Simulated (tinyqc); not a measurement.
Inside a calculation. Method: Born-Oppenheimer dynamics on the unrestricted B3LYP (VWN-RPA form)/6-31g surface (energies and gradients from PySCF), for H4, spin multiplicity 3. Computed by tinyqc, a small Python program that keeps every step (integrals from PySCF). Settings: charge = 0, multiplicity = 3, basis = 6-31g, functional = b3lyp, time step (fs) = 0.2, steps = 16. Command: `OMP_NUM_THREADS=1 python tinyqc.py 28398 28399 out.jsonl` (the two numbers bound the seeds that draw the settings). One thread of a shared host (Intel(R) Xeon(R) Processor @ 2.60GHz), about 20 s of CPU time with the checks.

## Velocity Verlet step 1

positions (bohr), order 1H, 2H, 3H, 4H:
$$\begin{pmatrix}
-0.017008 & -0.069920 & 0.085038 \\
-0.020787 & -0.062361 & 1.647841 \\
-0.001890 & 0.039684 & 3.450640 \\
0.088817 & -0.047243 & 5.056907
\end{pmatrix}$$

velocities (bohr per atomic time unit), order 1H, 2H, 3H, 4H:
$$\begin{pmatrix}
-0.000050750 & -0.000061750 & 0.000104000 \\
-0.000057750 & -0.000046750 & 0.000030000 \\
-0.000025750 & 0.000130250 & -0.000067000 \\
0.000134250 & -0.000021750 & -0.000067000
\end{pmatrix}$$

gradient (hartree/bohr), order 1H, 2H, 3H, 4H:
$$\begin{pmatrix}
-0.00093808 & 0.00266595 & 0.12337001 \\
0.00141512 & -0.00590258 & -0.12951490 \\
0.00645979 & -0.00216733 & 0.12871815 \\
-0.00693671 & 0.00540385 & -0.12257274
\end{pmatrix}$$

masses (electron masses): 1H 1837.152588, 2H 1837.152588, 3H 1837.152588, 4H 1837.152588

gradient after step 1 (hartree/bohr), order 1H, 2H, 3H, 4H:
$$\begin{pmatrix}
-0.00094642 & 0.00270051 & 0.12231758 \\
0.00143353 & -0.00597370 & -0.12820234 \\
0.00648649 & -0.00214612 & 0.12739673 \\
-0.00697350 & 0.00541921 & -0.12151144
\end{pmatrix}$$

dt = 0.2 fs = 8.2683 atomic units; x' = x + v dt - g dt^2 / (2m); after the new gradient g', v' = v - (g + g') dt / (2m).

positions after step 1 (bohr), order 1H, 2H, 3H, 4H:
$$\begin{pmatrix}
-0.017410 & -0.070480 & 0.083602 \\
-0.021291 & -0.062638 & 1.650499 \\
-0.002223 & 0.040802 & 3.447691 \\
0.090056 & -0.047524 & 5.058634
\end{pmatrix}$$

velocities after step 1 (bohr per atomic time unit), order 1H, 2H, 3H, 4H:
$$\begin{pmatrix}
-0.000046509 & -0.000073826 & -0.000448870 \\
-0.000064160 & -0.000020025 & 0.000609940 \\
-0.000054883 & 0.000139957 & -0.000643334 \\
0.000165552 & -0.000046105 & 0.000482262
\end{pmatrix}$$

## Velocity Verlet step 2

gradient after step 2 (hartree/bohr), order 1H, 2H, 3H, 4H:
$$\begin{pmatrix}
-0.00094097 & 0.00271558 & 0.11906434 \\
0.00144389 & -0.00600920 & -0.12431808 \\
0.00636930 & -0.00200601 & 0.12353475 \\
-0.00687211 & 0.00529952 & -0.11828049
\end{pmatrix}$$

As before.

positions after step 2 (bohr), order 1H, 2H, 3H, 4H:
$$\begin{pmatrix}
-0.017777 & -0.071141 & 0.077615 \\
-0.021848 & -0.062692 & 1.657927 \\
-0.002797 & 0.041999 & 3.440001 \\
0.091555 & -0.048006 & 5.064882
\end{pmatrix}$$

velocities after step 2 (bohr per atomic time unit), order 1H, 2H, 3H, 4H:
$$\begin{pmatrix}
-0.000042262 & -0.000086014 & -0.000992051 \\
-0.000070635 & 0.000006940 & 0.001178186 \\
-0.000083812 & 0.000149300 & -0.001208004 \\
0.000196709 & -0.000070225 & 0.001021864
\end{pmatrix}$$

## Energy conservation

The total energy should stay constant up to terms of order dt^2; the step counts as short enough if it moves by less than 2 % of the largest kinetic energy.

Trajectory:
```
time (fs)  1H-2H (angstrom)  potential (hartree)  kinetic (hartree)  total (hartree)
0.000000           0.827012          -2.04807506         0.00006313      -2.04801193
0.200000           0.829179          -2.04919713         0.00117966      -2.04801747
0.400000           0.836280          -2.05259246         0.00455883      -2.04803363
0.600000           0.848175          -2.05800445         0.00994643      -2.04805802
0.800000           0.864639          -2.06504298         0.01695534      -2.04808764
1.000000           0.885376          -2.07323007         0.02511023      -2.04811984
1.200000           0.910032          -2.08204179         0.03388872      -2.04815307
1.400000           0.938206          -2.09093619         0.04274912      -2.04818707
1.600000           0.969451          -2.09936476         0.05114238      -2.04822238
1.800000           1.003270          -2.10677437         0.05851517      -2.04825920
2.000000           1.039107          -2.11261609         0.06432040      -2.04829569
2.200000           1.076325          -2.11638609         0.06806036      -2.04832573
2.400000           1.114191          -2.11772846         0.06939115      -2.04833732
2.600000           1.151868          -2.11661844         0.06830460      -2.04831384
2.800000           1.188423          -2.11359648         0.06535423      -2.04824225
3.000000           1.222891          -2.10992507         0.06179608      -2.04812899
3.200000           1.254373          -2.10744160         0.05942864      -2.04801296
```

The total energy moves within 3.3e-04 hartree, under 2 % of the largest kinetic energy.
